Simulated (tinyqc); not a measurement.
# Input admittance of a MOSFET at zero drain bias: distributed channel and distributed gate: effects of single changes

Source and drain grounded, strong inversion, w = 2 pi f, Cox = eps0 eox/tox. The channel is an RC line of resistance 1/(mu Cox Vo) per square fed from both ends, so one finger has the intrinsic admittance y = i w Cox L tanh(g)/g per width, g = (1/2) sqrt(i w tau), tau = L^2/(mu Vo). The vertical resistance rv/L is in series with y, the overlaps 2 i w Cov in parallel: y_t = 1/(1/y + rv/L) + 2 i w Cov. The gate strip is a line of Rsh/L per length loaded by y_t, so a finger has Y = y_t Wf tanh(k)/k, k = (Wf/sd) sqrt(y_t Rsh/L); the device has Nf Y.

Values chosen for this exercise; values of the order met in silicon radio-frequency transistors:
```
symbol  value        unit                                                               meaning
eox        22              relative permittivity of the gate insulator (close to hafnium oxide)
tox       5.1          nm                                                   insulator thickness
L        0.44          um                                                        channel length
Wf        3.1          um                                                          finger width
Nf          4                                                                 number of fingers
mu        130  cm^2/(V s)                                                      channel mobility
Vo       0.72           V                                                        gate overdrive
Rsh        32  ohm/square                                          sheet resistance of the gate
rv        1.8    ohm um^2                                vertical resistivity of the gate stack
sd          1                                     number of ends at which a finger is contacted
Cov      0.26       fF/um                           overlap and fringe capacitance on each side
f         4.7         GHz                                                             frequency
```

Constants: eps0 = 8.8541878128e-14 F/cm where lengths are in cm. Results are converted to the units shown.

Each table varies one quantity; the others keep the values above.

## Input impedance against frequency

Low-frequency limits, with c = Cox L and ct = c + 2 Cov: R_strip = Rsh Wf/(3 sd^2 L Nf), R_ch = (c/ct)^2 L/(12 mu Cox Vo Wf Nf), R_vert = (c/ct)^2 rv/(L Wf Nf), C = ct Wf Nf. Z = 1/(Nf Y) = R + 1/(i w C), Q = |Im Z|/R, far-point signal |1/cosh k|.

The same in every row: low-frequency R (ohm) = 26.88.

Results:

| f (GHz) | w tau | \|k\| | R (ohm) | C (fF) | Q | signal at the far point |
|---|---|---|---|---|---|---|
| 0.05 | 0.006498 | 0.06168 | 26.88 | 214.8 | 551.2 | 1.000 |
| 0.1 | 0.01300 | 0.08723 | 26.88 | 214.8 | 275.6 | 1.000 |
| 0.3 | 0.03899 | 0.1511 | 26.88 | 214.8 | 91.87 | 0.9999 |
| 0.9 | 0.1170 | 0.2617 | 26.88 | 214.8 | 30.63 | 0.9993 |
| 3 | 0.3899 | 0.4776 | 26.86 | 214.5 | 9.205 | 0.9920 |
| 7 | 0.9097 | 0.7283 | 26.79 | 213.2 | 3.979 | 0.9587 |
| 50 | 6.498 | 1.787 | 24.53 | 173.1 | 0.7497 | 0.4428 |
| 100 | 13.00 | 2.180 | 22.68 | 135.0 | 0.5196 | 0.2802 |

Estimate the missing row, f = 20 GHz.

Computed row:

| f (GHz) | w tau | \|k\| | R (ohm) | C (fF) | Q | signal at the far point |
|---|---|---|---|---|---|---|
| 20 | 2.599 | 1.213 | 26.26 | 203.5 | 1.489 | 0.7642 |

With this row back in the table: R falls from 26.9 to 22.7 ohm and C falls from 215 to 135 fF. Q goes as f^(-1.00) between the first two rows and f^(-0.53) between the last two, where w tau = 13.0 and |k| = 2.18. The low-frequency limits hold both R and C within 5 % up to f = 7 GHz among the rows.

## Dividing a fixed width into fingers

Total width Wf Nf = 12 um; each finger also has a contact resistance Rc at each contacted end, which adds Rc/(sd Nf). The resistances are low-frequency limits, good while |k| is below about 1; the far-point signal is |1/cosh k| at f, without Rc.

The same in every row: R_ch + R_vert (ohm) = 8.362.

Result of one run:

| Nf | Wf (um) | R_strip (ohm) | Rc/(sd Nf) for Rc = 30 ohm (ohm) | sum (ohm) | signal at the far point |
|---|---|---|---|---|---|
| 8 | 1.500 | 4.545 | 3.750 | 16.66 | 0.9973 |

What becomes of these results when the number of fingers Nf is changed from 8 to 1, all else the same?

Result of the changed run:

| Nf | Wf (um) | R_strip (ohm) | Rc/(sd Nf) for Rc = 30 ohm (ohm) | sum (ohm) | signal at the far point |
|---|---|---|---|---|---|
| 1 | 12.00 | 290.9 | 30.00 | 329.3 | 0.3875 |

The whole series:

| Nf | Wf (um) | R_strip (ohm) | Rc/(sd Nf) for Rc = 30 ohm (ohm) | sum (ohm) | signal at the far point |
|---|---|---|---|---|---|
| 1 | 12.00 | 290.9 | 30.00 | 329.3 | 0.3875 |
| 2 | 6.000 | 72.73 | 15.00 | 96.09 | 0.8535 |
| 4 | 3.000 | 18.18 | 7.500 | 34.04 | 0.9825 |
| 8 | 1.500 | 4.545 | 3.750 | 16.66 | 0.9973 |
| 16 | 0.7500 | 1.136 | 1.875 | 11.37 | 0.9994 |
| 32 | 0.3750 | 0.2841 | 0.9375 | 9.584 | 0.9999 |
| 64 | 0.1875 | 0.07102 | 0.4688 | 8.902 | 1.000 |
| 128 | 0.09375 | 0.01776 | 0.2344 | 8.615 | 1.000 |

R_strip falls as 1/Nf^2, from 291 to 0.0178 ohm, the contact term as 1/Nf, and R_ch + R_vert stays at 8.36 ohm since the total width is fixed. The sum is within a factor 1.5 of that floor from Nf = 16 on. More fingers add wiring capacitance, which is left out.

Numbers from tinyqc (`OMP_NUM_THREADS=1 python tinyqc.py 2262035 2262036 out.jsonl`; about 0.01 s on one thread of a shared Intel Xeon 2.30GHz).
